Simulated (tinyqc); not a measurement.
Lattice vibrations of a chain, step by step. One step of it, computed by the program tinyqc.

Task: Dynamical matrix at q = 0.44. q is in units of 2 pi/a. A spring k from atom i to atom j, n cells on, adds k to Phi_ii and Phi_jj, -k exp(2 pi i q n) to Phi_ij and the conjugate to Phi_ji (for one atom a cell: 2k (1 - cos 2 pi q n)); D_ij = Phi_ij / sqrt(m_i m_j).

A chain moving along its axis:
```
atom    mass (u)  spring to the next atom (eV/angstrom^2)
1     104.800000                                22.800000
2      37.300000                                 5.400000
3      42.700000                                17.900000
```

Give: D(q).

Result:

D(q) (eV/(angstrom^2 u)):
$$\begin{pmatrix}
0.3884 & -0.3647 & 0.2488+0.0985i \\
-0.3647 & 0.7560 & -0.1353 \\
0.2488-0.0985i & -0.1353 & 0.5457
\end{pmatrix}$$
